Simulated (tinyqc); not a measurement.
What moves the results: interface roughness in a thin film (subband fluctuation and scattering). A value that a table varies takes the place of the one given here.

Square well of width t, barriers V0, c = hbar^2/2m0: E1 solves k t + 2 atan[(k/mz)/(kappa/mb)] = pi, k = sqrt(mz E/c), kappa = sqrt(mb (V0 - E)/c). One interface is rough, so the subband edge fluctuates by G dt with G = |dE1/dt| (central difference of 0.01 angstrom; 2 E1/t for hard walls).

Gaussian roughness spectrum S(q) = pi D^2 Lc^2 exp(-q^2 Lc^2/4). Degenerate gas, taken to fill one subband (the second starts to fill once c kF^2/md exceeds E2 - E1, which is not tested here): kF = sqrt(2 pi Ns/gv), q = 2 kF sin(theta/2), 1/tau = (md/(2 pi c hbar)) G^2 times the integral from 0 to pi of S(q)(1 - cos theta)/eps(q)^2 dtheta, eps(q) = 1 + qs/q with screening (qs = gv md q0/(c eps), q0 = e^2/(4 pi eps0), form factors left out, which overstates the screening; other scattering is left out too, so these values lie far above measured mobilities in all but the thinnest films) or 1 without; mobility = tau c2/md with c2 = e/m0 = 1.75882e15 cm^2/(V s^2); 1e12/cm^2 = 1e-4/angstrom^2.

Constants: hbar^2/2m0 = 3.80998211 eV angstrom^2; hbar = 6.58211957e-16 eV s; e^2/(4 pi eps0) = 14.39964547 eV angstrom.

Inputs chosen for the exercise (near those of a thin Ge channel on (111), one valley; not measured data): mz = 1.605 m0 (confinement mass); V0 = 2.3 eV (barrier); mb = 0.31 m0 (barrier mass); md = 0.08 m0 (mass in the plane); gv = 1 (valleys); D = 3.4 angstrom (rms height of the roughness); Lc = 16 angstrom (correlation length); Ns = 0.61 x 1e12/cm^2 (sheet density); eps = 12.6 (mean dielectric constant at the channel); ts = (10, 13, 15, 18, 22, 29, 38) angstrom (thicknesses); t = 18 angstrom (film thickness); Ll = (4, 8, 14, 22, 35, 55, 90) angstrom (correlation lengths).

## The sixth-power law

Screened mobility against thickness for the finite barrier and for hard walls.

Results:
```
t (angstrom)  E1 (meV)  G (meV/angstrom)  mobility (cm^2/(V s))  the same, hard walls
10               196.2            35.661                    379                   219
13               121.0            17.340               1.60e+03              1.06e+03
15                92.6            11.613               3.57e+03              2.50e+03
18                65.6             6.927               1.00e+04              7.46e+03
22                44.7             3.899               3.17e+04              2.49e+04
29                26.2             1.753               1.57e+05              1.30e+05
38                15.5             0.796               7.60e+05              6.60e+05
```

What does this show, and why?

With hard walls G goes as 1/t^3 and the mobility as t^6. With the finite barrier the local exponent is 5.50 at the thin end and 5.84 at the thick end, since the envelope leaks out and softens the dependence. The roughness limit falls below 500 cm^2/(V s) between 13 and 10 angstrom. The gate field, which also presses carriers to the interface, is left out. Below about 20 angstrom the effective-mass picture is itself doubtful. Up to t = 22 angstrom G D exceeds half of EF - E1, where the Born rate fails.

## Correlation length

Fixed D; bare and screened mobility.

Results:
```
Lc (angstrom)  kF Lc  bare mobility (cm^2/(V s))  screened mobility (cm^2/(V s))
4               0.08                    4.97e+04                        1.49e+05
8               0.16                    1.26e+04                        3.79e+04
14              0.27                    4.27e+03                        1.29e+04
22              0.43                    1.88e+03                        5.69e+03
35              0.69                         912                        2.81e+03
55              1.08                         596                        1.91e+03
90              1.76                         694                        2.63e+03
```

What can be read from the table?

The bare mobility is lowest at Lc = 55 angstrom of those listed (kF Lc = 1.08). The screened mobility is lowest at Lc = 55 angstrom of those listed (kF Lc = 1.08). Short roughness averages out (mobility as 1/Lc^2; the first two rows give exponent -1.98), and long roughness deflects only by small angles (bare mobility rising as Lc; the last two rows give 0.31).

## What each parameter does

G, G D, and the screened mobility. Each row changes one parameter from the base and keeps the others.

Results:
```
case                    G (meV/angstrom)  G D (meV)  mobility (cm^2/(V s))
base                               6.927      23.55              1.004e+04
t = 24 angstrom                    3.034      10.31              5.232e+04
D = 4.42 angstrom                  6.927      30.62                   5938
Lc = 24 angstrom                   6.927      23.55                   4913
Ns = 0.976 x 1e12/cm^2             6.927      23.55                   8758
mz = 1.846 m0                      6.140      20.88              1.277e+04
md = 0.092 m0                      6.927      23.55                   8562
V0 = 1.61 eV                       6.725      22.87              1.065e+04
eps = 15.1                         6.927      23.55                   8701
```

What does this show?

The largest shifts from the base row, up to three for each result and ties (the steps differ in size, so this ranks the rows, not the parameters). G (meV/angstrom): t -3.894, mz -0.787, V0 -0.202; unchanged at the printed digits by D, Lc, Ns, md and eps. G D (meV): t -13.24, D +7.07, mz -2.68; unchanged at the printed digits by Lc, Ns, md and eps. mobility (cm^2/(V s)): t +4.23e+04, Lc -5.12e+03, D -4.10e+03. In the base case G D is 1.3 times EF - E1 = 18.3 meV: the fluctuation exceeds the Fermi energy, so the Born rate for a uniform gas is not to be trusted.

Run: tinyqc, `OMP_NUM_THREADS=1 python tinyqc.py 1251927 1251928 out.jsonl`; Intel(R) Xeon(R) Processor @ 2.30GHz, one thread, shared host; about 0.01 s of CPU time with all checks.
